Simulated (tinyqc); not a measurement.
Tight binding, honeycomb lattice, step by step. One step of it, computed by the program tinyqc.

Problem. Levels at k. Diagonalise the Hermitian matrix.

H(k) at k (eV):
```
                     A                    B
A             0.832960  -2.347204+0.410658i
B  -2.347204-0.410658i            -0.907040
```

Give: eigenvalues; weights |c|^2 of the basis functions.

Solution.

eigenvalues (eV): -2.574  2.500

weights |c|^2 of the basis functions:
```
   band 1  band 2
A   0.329   0.671
B   0.671   0.329
```
